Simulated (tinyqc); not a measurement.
Peak gain against injection: optical gain and spontaneous emission in a bulk direct-gap semiconductor.

Parabolic bands, vertical transitions, no excitons. For each hole band j: mr = me mj/(me + mj); joint density of states J_j(E) = (mr/c)^(3/2) sqrt(E - Eg)/(2 pi^2), both spins, c = hbar^2/2m0; averaged matrix element |e.p|^2 = m0 Ep/6; alpha_j(E) = 4 pi^2 alpha_f c Ep J_j/(3 nr E) in 1/angstrom (alpha_f the fine-structure constant, listed as alpha among the constants), times 1e8 for 1/cm.

F_j(eta) = (1/Gamma(j + 1)) integral_0^infinity x^j dx/(1 + exp(x - eta)), which tends to exp(eta) for eta << 0.

Quasi-Fermi levels: n = Nc F_1/2(Fc/kT) and p = Nv F_1/2(Fv/kT), Fc counted up from the conduction edge and Fv down from the valence edge; Nc, Nv from N = 2 (m kB T/(4 pi c))^(3/2) with c = hbar^2/2m0, in 1/angstrom^3; times 1e24 for 1/cm^3, with me and (mhh^(3/2) + mlh^(3/2))^(2/3).

For band j the electron sits at Ee = (E - Eg) mr/me above its edge and the hole at Eh = (E - Eg) mr/mj; fe = 1/(1 + exp((Ee - Fc)/kT)), fh = 1/(1 + exp((Eh - Fv)/kT)); gain g = sum_j alpha_j (fe + fh - 1).

Spontaneous rate: R = integral of (nr E/(hbar c))^2/(pi^2 hbar) sum_j alpha_j fe fh dE, with alpha in 1/cm and (nr E/(hbar c))^2 in 1/cm^2 (1e16 per 1/angstrom^2); B = R/(n p); lifetime n/R.

Constants: hbar^2/2m0 = 3.80998211 eV angstrom^2; fine-structure constant alpha = 0.007297352564; kB = 8.617333262e-05 eV/K; hbar = 6.58211957e-16 eV s; hbar c = 1973.269805 eV angstrom.

Inputs chosen for the exercise (near those of GaAs; shifted at random, so the results belong to these values and not to a real crystal): Eg = 1.447 eV (direct gap); me = 0.067 m0 (electron mass); mhh = 0.484 m0 (heavy-hole mass); mlh = 0.0784 m0 (light-hole mass); Ep = 25.5 eV (Kane energy); nr = 3.54 (refractive index); T = 300 K.

The peak is the largest g over E; a dash marks no gain.

Gain:
```
n (1/cm^3),Fc (eV),Fv (eV),peak gain (1/cm),peak E - Eg (eV),B (cm^3/s)
6.0e+17,0.0207,-0.0694,-,-,2.33e-10
9.6e+17,0.0400,-0.0569,-,-,2.19e-10
1.7e+18,0.0692,-0.0414,185,0.0100,1.96e-10
2.2e+18,0.0853,-0.0342,438,0.0194,1.83e-10
2.8e+18,0.1025,-0.0274,741,0.0298,1.70e-10
3.6e+18,0.1232,-0.0201,1116,0.0422,1.56e-10
4.8e+18,0.1511,-0.0114,1613,0.0582,1.40e-10
```

Give the missing row, n (1/cm^3) = 1.4e+18.

Computed row:
```
n (1/cm^3)  Fc (eV)  Fv (eV)  peak gain (1/cm)  peak E - Eg (eV)  B (cm^3/s)
1.4e+18      0.0584  -0.0467                52            0.0040    2.05e-10
```

transparency density (Fc + Fv = 0) = 1.21e+18 1/cm^3

Gain starts at 1.21e+18 1/cm^3, where Fc = -Fv = 0.0508 eV: with Nv/Nc = 21 the electrons must be degenerate before the holes are. The slope of peak gain against n is 4.43e-16 cm^2 between the first two rows with gain and 4.14e-16 between the last two; the peak moves from 0.0040 to 0.0582 eV above the gap as the bands fill, and B falls by a factor 1.67. Line broadening and gap shrinkage are left out.

Program tinyqc; command `OMP_NUM_THREADS=1 python tinyqc.py 1682138 1682139 out.jsonl`; about 0.1 s on one thread of a shared Intel(R) Xeon(R) Processor @ 2.30GHz.
